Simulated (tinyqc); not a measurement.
Composition of the layer: band edges of strained Si(1-x)Ge(x) on relaxed Si(1-y)Ge(y).

Values are linear in the Ge fraction but for ED(x) = linear - CD x (1 - x) and a(x) = linear - Ca x (1 - x). Energies are on the common scale of Ev.

Coherent growth on a (111) face: e_par = (a(y) - a(x))/a(x), e_perp = -(2 C11 + 4 C12 - 4 C44)/(C11 + 2 C12 + 4 C44) e_par; exx = eyy = ezz = (2 e_par + e_perp)/3 and exy = eyz = ezx = (e_perp - e_par)/3.

A valley with unit axis u lies at Ev + gap + (av + a_valley) tr(e) + Xu (u.e.u - tr(e)/3); the Delta axes are x, y, z and the L axes [111], [1-1-1], [-11-1], [-1-11]. The second-order shift of the Delta valleys under shear is left out; it lowers the pair normal to the sheared plane by tens of meV at a shear of 1 %.

Valence edges: Ev plus the levels of the 6 x 6 matrix of X, Y, Z times spin with -Dso/3 + l exx + m (eyy + ezz) on the diagonal (cyclic), n exy off it, l = av + 2 b, m = av - b, n = sqrt(3) d. Spin-orbit term (Dso/3) L.sigma on X, Y, Z with (L_k)_ij = -i epsilon_kij: <X+|H|Y+> = -i Dso/3, <X+|H|Z-> = Dso/3, <Y+|H|Z-> = -i Dso/3, <Z+|H|X-> = -Dso/3, <Z+|H|Y-> = i Dso/3, <X-|H|Y-> = i Dso/3, and their conjugates; + and - are the spin along z.

Values chosen for the exercise (end members near Si and Ge, in this order; not measured data):
- a = (5.437, 5.651) angstrom (lattice constant)
- Dso = (0.044, 0.294) eV (spin-orbit splitting)
- av = (2.44, 1.23) eV (valence hydrostatic potential)
- b = (-2.12, -2.55) eV (tetragonal shear potential)
- d = (-4.85, -5.34) eV (trigonal shear potential)
- C11 = (165.4, 128.2) GPa
- C12 = (63.8, 48.4) GPa
- C44 = (78.5, 67.2) GPa
- Ev = (0, 0.65) eV (top of the unstrained valence band)
- ED = (1.163, 0.948) eV (gap to the Delta valleys)
- EL = (2.023, 0.739) eV (gap to the L valleys)
- aD = (1.89, 1.43) eV (hydrostatic potential of the Delta gap)
- aL = (-3.15, -3.02) eV (hydrostatic potential of the L gap)
- XuD = (8.83, 9.22) eV (uniaxial potential, Delta)
- XuL = (15.63, 15.68) eV (uniaxial potential, L)
- CD = 0.231 eV (bowing of the Delta gap)
- Ca = 0.028 angstrom (bowing of the lattice constant)
- face = 111 (growth face)
- y = 0.4 (Ge fraction of the relaxed buffer)

The buffer is kept. dEc = Ec(buffer) - Ec(layer), dEv = Ev(layer) - Ev(buffer); buffer edges Ev(y) and Ev(y) + min(ED, EL). The digit behind Delta or L counts whole valleys.

Results:
```
x     e_par (%)  lowest valleys  gap (eV)  next valleys above (meV)  valence splitting (meV)  dEc (eV)  dEv (eV)
0.00       1.45          Delta6     1.100                       528                      164     0.021    -0.100
0.14       0.96          Delta6     1.071                       521                      100     0.024    -0.074
0.27       0.48          Delta6     1.047                       507                       46     0.017    -0.043
0.54      -0.54          Delta6     0.953                       354                       38    -0.030     0.098
0.68      -1.09          Delta6     0.894                       211                       69    -0.071     0.199
0.81      -1.61          Delta6     0.846                        71                       94    -0.121     0.296
0.95      -2.18              L3     0.715                        90                      118    -0.097     0.404
```

What can be read from this table?

The gap is 1.100 eV in the first row and 0.715 eV in the last. The lowest valleys change: Delta6 to L3 between x = 0.81 and 0.95. Per 0.1 of x the valence offset moves by +53 meV on average; the conduction offset lies between -121 and +24 meV, not monotonically. Electrons and holes sit on opposite sides in every row (type II). Offsets below about 30 meV are within the spread of parameter sets, so those rows do not settle the type. Strains above 2 % can be kept only in layers of a few nanometres.

Program tinyqc; command `OMP_NUM_THREADS=1 python tinyqc.py 1081020 1081021 out.jsonl`; about 0.01 s on one thread of a shared Intel(R) Xeon(R) Processor @ 2.30GHz.
